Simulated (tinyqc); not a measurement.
# Trench capacitor in an array: capacitance, non-linearity, leakage and relaxation: effects of single changes

A film between two metal electrodes, each interface adding a series capacitance ci. The small-signal permittivity is ek (1 + aq E^2); the field is found with the linear permittivity. Leakage J = J0 sinh(E/Ef). After a voltage step the film passes a relaxation current kr C V tt^(-nr), tt being the time in seconds. The sidewall is a coaxial capacitor with radii a = dm/2 - t and b = dm/2, depth AR dm; the end face is left out.

Parameters, values chosen for the exercise; permittivity of the order of that of strontium titanate:
```
symbol,value,unit,meaning
ek,157,,relative permittivity of the film
t,21,nm,film thickness
ci,1000,uF/cm^2,capacitance of each electrode interface (dead layer and screening)
aq,-0.057,cm^2/MV^2,quadratic field coefficient of the permittivity
V,1,V,bias
nr,0.938,,exponent of the relaxation current
kr,0.00064,,strength of the relaxation
J0,5.6e-11,A/cm^2,leakage prefactor
Ef,0.4,MV/cm,field for an e-fold rise of the leakage
dm,150,nm,diameter of the hole
pt,210,nm,pitch of the square array
rho,380,uohm cm,resistivity of the inner electrode
t0,2e-8,s,duration of the write pulse
```

Constants: eps0 = 8.8541878128e-14 F/cm where lengths are in cm. Results are converted to the units shown.

Each table varies one quantity; the others keep the values above.

## Capacitance, non-linearity and leakage against thickness

Planar film: Cf = eps0 ek/t, 1/C = 1/Cf + 2/ci, EOT = 3.9 eps0/C, effective permittivity C t/eps0, E = (V/t) C/Cf; quadratic coefficient [C(V)/C - 1]/V^2 with Cf (1 + aq E^2) in C(V).

Capacitance, non-linearity and leakage against thickness:
```
t (nm)  C (uF/cm^2)  EOT (nm)  effective permittivity  E (MV/cm)  quadratic coefficient (ppm/V^2)  J (A/cm^2)
5.2           25.38    0.1361                   149.0      1.825                         -1.821e5    2.686e-9
7.1           18.84    0.1833                   151.1      1.355                         -1.012e5   8.284e-10
9.6           14.07    0.2454                   152.6      1.012                         -5.687e4   3.496e-10
13            10.47    0.3298                   153.7     0.7531                         -3.167e4   1.798e-10
18            7.605    0.4540                   154.6     0.5471                         -1.681e4   1.028e-10
24            5.726    0.6031                   155.2     0.4119                            -9561   6.841e-11
33            4.177    0.8267                   155.7     0.3005                            -5104   4.614e-11
44            3.139     1.100                   156.0     0.2258                            -2889   3.333e-11
60            2.306     1.497                   156.3     0.1659                            -1562   2.390e-11
```

C falls from 25.4 to 2.31 uF/cm^2 while the effective permittivity goes from 149 to 156 (ek = 157). EOT is a straight line in t with slope 3.9/ek = 0.0248 and intercept 0.00691 nm. The quadratic coefficient goes as t^(-1.89) between the first two rows and t^(-1.98) between the last two (-2 without interfaces), and J falls by 2.05 decades.

## Cell against the aspect ratio

Per length 1/c = ln(b/a)/(2 pi eps0 ek) + (1/a + 1/b)/(2 pi ci); cell capacitance c AR dm; per footprint over pt^2; fields c V/(2 pi eps0 ek r) at r = a and b; resistance of the inner electrode rho AR dm/(pi a^2); time constant R C/3 of the distributed line.

The same in every row: field at a (MV/cm) = 0.5562; field at b (MV/cm) = 0.4005.

Results:
```
AR   cell capacitance (fF)  per footprint (uF/cm^2)  R (kohm)  R C/3 (ps)
5                    19.68                    44.62    0.3111       2.040
10                   39.35                    89.23    0.6222       8.162
30                   118.1                    267.7     1.867       73.46
50                   196.8                    446.2     3.111       204.0
70                   275.5                    624.6     4.355       399.9
100                  393.5                    892.3     6.222       816.2
```

Estimate the missing row, AR = 20.

Computed row:
```
AR  cell capacitance (fF)  per footprint (uF/cm^2)  R (kohm)  R C/3 (ps)
20                  78.70                    178.5     1.244       32.65
```

With this row back in the table: As AR goes from 5 to 100, the cell capacitance rises from 19.7 to 394 fF, the capacitance per footprint rises from 44.6 to 892 uF/cm^2, the ratio of the two fields stays at 1.39 and R C/3 rises from 2.04 to 816 ps; the time constant goes as AR^(2.00) between the first two rows and AR^(2.00) between the last two.

## Charge lost after writing

Planar film: Cf = eps0 ek/t, 1/C = 1/Cf + 2/ci, EOT = 3.9 eps0/C, effective permittivity C t/eps0, E = (V/t) C/Cf. A capacitor written for t0 and then left open loses, as a share of C V, kr (tt^(1 - nr) - t0^(1 - nr))/(1 - nr) by relaxation and J tt/(C V) by leakage; both are taken as small, and rows far outside that range are left out.

The same in every row: leakage current (nA/cm^2) = 0.082013.

Results:
```
tt (s)  relaxation current (nA/cm^2)  loss by relaxation (%)  loss by leakage (%)  total loss (%)
1e-6                        1.7754e6                0.094401            1.2554e-9        0.094401
1e-5                        2.0478e5                 0.16166            1.2554e-8         0.16166
0.0001                         23621                 0.23924            1.2554e-7         0.23925
0.01                          314.27                 0.43195            1.2554e-5         0.43197
0.1                           36.249                 0.55101            1.2554e-4         0.55114
1                             4.1812                 0.68834            0.0012554         0.68960
10                           0.48228                 0.84675             0.012554         0.85930
100                         0.055628                  1.0295              0.12554          1.1550
1000                       0.0064165                  1.2402               1.2554          2.4956
```

Estimate the missing row, tt = 0.001 s.

Computed row:
```
tt (s)  relaxation current (nA/cm^2)  loss by relaxation (%)  loss by leakage (%)  total loss (%)
0.001                         2724.6                 0.32873            1.2554e-6         0.32873
```

With this row back in the table: The two currents are equal at tt = 66.1 s. The loss by relaxation grows from 0.0944 to 1.24 %, by 0.0673 points over the first decade and 0.211 over the last, while the loss by leakage grows tenfold a decade. Leakage is the larger loss for tt = 1000 s.

Program tinyqc, `OMP_NUM_THREADS=1 python tinyqc.py 2102170 2102171 out.jsonl`; Intel Xeon 2.30GHz, shared host, one thread, about 0.01 s.
